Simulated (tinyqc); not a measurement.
How far the series holds: five-level k.p model folded onto the conduction band.

For k along z and one spin sector the level c couples to four states. With c0 = hbar^2/2m0, P = sqrt(Ep c0), P2 = sqrt(Ep2 c0): diagonal Eg + (1 + Cm) c0 k^2 for c, and 0, -Dso, E7 + D2, E7 for lh, so, G8 up, G7 up (their own dispersion is left out); couplings of c: sqrt(2/3) P k to lh, sqrt(1/3) P k to so, sqrt(2/3) P2 k to G8 up, sqrt(1/3) P2 k to G7 up (phases chosen real).

Expanding E = H_cc + S(E) about Eg in powers of k^2, with s_n = sum_j H_cj^2/(Eg - H_jj)^n: order k^2: e2 = (1 + Cm) c0 k^2 + s1; order k^4: e4 = -s2 e2; order k^6: e6 = s3 e2^2 + s2^2 e2.

Constants: hbar^2/2m0 = 3.80998211 eV angstrom^2.

Parameters, chosen for this exercise (near those of GaAs; the results hold for these values, not for the real material): Eg = 1.53 eV (gap at Gamma to the s-like level); Dso = 0.343 eV (spin-orbit splitting); Ep = 25.5 eV (Kane energy); E7 = 4.42 eV (upper Gamma7 conduction level, from the valence top); D2 = 0.17 eV (its spin-orbit splitting, Gamma8 above Gamma7); Ep2 = 2.2 eV (Kane energy to the upper levels); Cm = -1 (remote term in 1/m).

Energies from Eg; Pk/Eg measures the coupling.

Levels (eV):
```
k (1/angstrom)  Pk/Eg  to k^2   to k^4   to k^6   exact
0.0233          0.150  0.0309   0.0302   0.0302  0.0302
0.0532          0.343  0.1608   0.1436   0.1471  0.1464
0.0832          0.536  0.3934   0.2904   0.3417  0.3225
0.1131          0.729  0.7270   0.3752   0.6989  0.5309
0.1430          0.921  1.1621   0.2631   1.5856  0.7552
0.1730          1.115  1.7009  -0.2250   3.9212  0.9853
0.2029          1.307  2.3396  -1.3042   9.4868  1.2117
0.2328          1.500  3.0800  -3.2349  21.3840  1.4287
```

How do the results move, and what explains it?

Within 2 % of the exact level stay: the k^2 term in no row, the sum to k^4 up to Pk/Eg = 0.34, the sum to k^6 up to Pk/Eg = 0.34. In the last row the errors are +1651, -4664 and +19955 meV: higher orders make it worse, since the series in k^2 converges only for Pk below about Eg/2 in the two-level limit E = Eg/2 + sqrt(Eg^2/4 + P^2 k^2).

tinyqc: `OMP_NUM_THREADS=1 python tinyqc.py 1080799 1080800 out.jsonl`; about 0.01 s, one thread, shared Intel(R) Xeon(R) Processor @ 2.30GHz.
